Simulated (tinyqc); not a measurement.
# Access strength from the read disturbance

Problem. Transistor (EKV form, voltages against the body): I = 2 n b Vt^2 [F(vp - Vs) - F(vp - Vd)] from drain to source, F(v) = ln^2(1 + exp(v/(2 Vt))), vp = (Vg - VT + sg |Vd - Vs|)/n. n-channel bodies are at 0; for the p-channel device all voltages are counted down from Vdd. b in uA/V^2 gives I in uA. In an SRAM read the low node Q obeys In(gate QB, drain Q) = Ip(gate QB, drain Q) + Ia, where the access transistor (threshold VTn) has its gate and drain at Vdd and its source at Q. Find Ia, ba and the cell ratio bn/ba.

Inputs (values chosen for the exercise):

| symbol | value | unit | meaning |
|---|---|---|---|
| T | 400 | K | temperature |
| Vdd | 0.8 | V | supply voltage |
| n | 1.17 |  | slope factor |
| sg | 0.051 |  | drain-induced barrier lowering |
| VTn | 0.39 | V | n-channel threshold |
| VTp | 0.31 | V | p-channel threshold (magnitude) |
| bn | 370 | uA/V^2 | gain factor of the pull-down transistor |
| bp | 190 | uA/V^2 | gain factor of the pull-up transistor |

Constants: q = 1.602176634e-19 C, kB = 1.380649e-23 J/K, Vt = kB T/q. Results are converted to the units shown.

Q and QB in the read (V): 0.073911340  0.79998627

Solution. The node equation gives Ia, which is proportional to ba.

Ia = 10.1 uA
ba = 180 uA/V^2
cell ratio = 2.06

Numbers from tinyqc (`OMP_NUM_THREADS=1 python tinyqc.py 2340011 2340012 out.jsonl`; about 0.1 s on one thread of a shared Intel Xeon 2.30GHz).
